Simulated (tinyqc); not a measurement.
# A particle near a wafer in liquid: double-layer and van der Waals forces (DLVO), deposition barrier and removal, step by step

A worked calculation. Computed by tinyqc, a small Python program that keeps every step. Command: `OMP_NUM_THREADS=1 python tinyqc.py 3114057 3114058 out.jsonl dlvo walk`. One thread of a shared host (Intel(R) Xeon(R) Processor @ 2.30GHz), about 0.01 s of CPU time with the checks. Intermediate numbers are printed to about 7 digits and carried at full precision; extremes and crossings named in words are read from the listed rows.

Sphere and flat wall, Derjaguin approximation, constant potentials in the linear-superposition form, no retardation and no hydration force.

Inputs (values chosen for the exercise, of the order of those for ceria on silica in water):

| quantity | value | unit |
|---|---|---|
| particle radius R | 15 | nm |
| Hamaker constant A | 1.4e-20 | J |
| potential of the particle psi_1 | -41 | mV |
| potential of the wafer psi_2 | -27 | mV |
| salt concentration c | 0.00022 | mol/L |
| valence z of the symmetric salt | 2 | - |
| temperature T | 293 | K |
| dielectric constant of the liquid | 80.2 | - |
| gap h | 7 | nm |
| contact distance h0 | 0.4 | nm |
| contact radius over R | 0.14 | - |
| viscosity | 0.88 | mPa s |

Constants: e = 1.602176634e-19 C; N_A = 6.02214076e+23 1/mol; eps_0 = 8.8541878128e-12 F/m; k_B = 1.380649e-23 J/K; k_B = 8.617333262e-05 eV/K.

## Screening

kappa^2 = 2 z^2 e^2 N_A (1000 c)/(eps eps_0 k_B T); gamma_i = tanh(z e psi_i/(4 k_B T)); Z = 64 pi eps eps_0 (k_B T/(z e))^2 gamma_1 gamma_2.

kappa = 0.09732069 1/nm

Debye length = 10.27531 nm

gamma_1 = -0.6706482

gamma_2 = -0.4889497

Z = 7.461617 pN

kappa R = 1.459810

Like signs: the double layers repel. Caution: kappa R is not large, so the Derjaguin approximation is only rough at gaps of the order of the Debye length.

## Energy and force at one gap

U(h) = Z R exp(-kappa h) - A R/(6 h); F(h) = -dU/dh = kappa Z R exp(-kappa h) - A R/(6 h^2), positive for repulsion.

double-layer energy = 13.99950 k_B T

van der Waals energy = -1.236002 k_B T

U(h) = 12.76349 k_B T

F(h) = 4.797198 pN

Caution: for kappa h below 1 linear superposition is only rough, and charge regulation matters.

## The curve

The formulas are those given above.

Against the gap:

| h (nm) | kappa h | U (k_B T) | F (pN) |
|---|---|---|---|
| 0.4 | 0.038928 | 4.98132 | -2.082733e+02 |
| 0.6 | 0.058392 | 11.67837 | -8.694751e+01 |
| 1.0 | 0.097321 | 16.44994 | -2.511757e+01 |
| 1.5 | 0.145981 | 18.14171 | -6.142500e+00 |
| 2.5 | 0.243302 | 18.23165 | 2.940136e+00 |
| 4.0 | 0.389283 | 16.58305 | 5.192664e+00 |
| 7.0 | 0.681245 | 12.76349 | 4.797198e+00 |
| 12.0 | 1.167848 | 7.88464 | 3.144913e+00 |
| 20.0 | 1.946414 | 3.51794 | 1.467794e+00 |
| 40.0 | 3.892828 | 0.34778 | 2.001980e-01 |

Caution: in rows where h is not small against R, A R/(6 h) overstates the van der Waals term. Caution: in rows with kappa h below 1 linear superposition is only rough.

## Barrier and secondary minimum

F = 0 reads x^2 exp(-x) = y with x = kappa h and y = A kappa/(6 Z); the left side peaks at x = 2 with 4/e^2 = 0.5413, so roots exist for smaller y: x < 2 is the barrier, x > 2 the secondary minimum.

y = 0.03043330

position of the barrier = 1.973188 nm

barrier height = 18.44884 k_B T

position of the secondary minimum = 77.37318 nm

energy at the secondary minimum = -0.09697170 k_B T

A barrier above 15 k_B T practically stops deposition.

## Critical salt concentration

The barrier height is zero when U = 0 and F = 0 together: kappa h = 1 and kappa = 6 Z/(e A), e = 2.718282 here; c follows from kappa^2, with the potentials held fixed.

critical kappa = 1.176418 1/nm

critical concentration = 0.03214665 mol/L

## Adding salt

kappa scales as sqrt(c); potentials are held fixed. A dash marks rows without a maximum.

Against the concentration:

| c (mol/L) | Debye length (nm) | barrier at (nm) | barrier (k_B T) | minimum at (nm) | minimum (k_B T) |
|---|---|---|---|---|---|
| 3.21e-06 | 85.06554 | 5.321486 | 24.36405 | 8.730262e+02 | -8.944728e-03 |
| 3.21e-05 | 26.90008 | 3.070694 | 21.86538 | 2.368637e+02 | -3.237905e-02 |
| 3.21e-04 | 8.50655 | 1.814550 | 17.58473 | 6.185231e+01 | -1.206438e-01 |
| 1.61e-03 | 3.79833 | 1.291887 | 12.99352 | 2.324672e+01 | -3.113704e-01 |
| 6.43e-03 | 1.90064 | 1.003984 | 7.69646 | 9.577602e+00 | -7.240904e-01 |
| 1.61e-02 | 1.20114 | 0.886355 | 3.46668 | 5.081156e+00 | -1.300247e+00 |
| 2.89e-02 | 0.89651 | 0.851164 | 0.54159 | 3.257736e+00 | -1.924962e+00 |
| 4.82e-02 | 0.69420 | 0.875045 | -2.04348 | 2.071492e+00 | -2.777011e+00 |
| 9.64e-02 | 0.49087 | - | - | - | - |

At low salt the barrier tends to Z R = 27.7 k_B T; it is half of that between 3.2e-4 and 0.0016 mol/L and changes sign at 0.032 mol/L, while the secondary minimum deepens to -1.9 k_B T at 0.9 of that.

## Removing an attached particle

Adhesion F_a = A R/(6 h0^2) [1 + a^2/(R h0)] - kappa Z R exp(-kappa h0), a the contact radius. Drag in a shear flow F_d = 1.7 x 6 pi mu R^2 G, acting at 1.4 R; rolling starts when 1.4 R F_d = a F_a. Wall shear stress = mu G.

van der Waals adhesion = 379.5312 pN

net adhesion F_a = 369.0546 pN

wall shear stress for rolling = 5118.681 Pa

shear rate G = 5816683 1/s

Checks made by the program: force against a difference of U (relative difference below 1e-10).
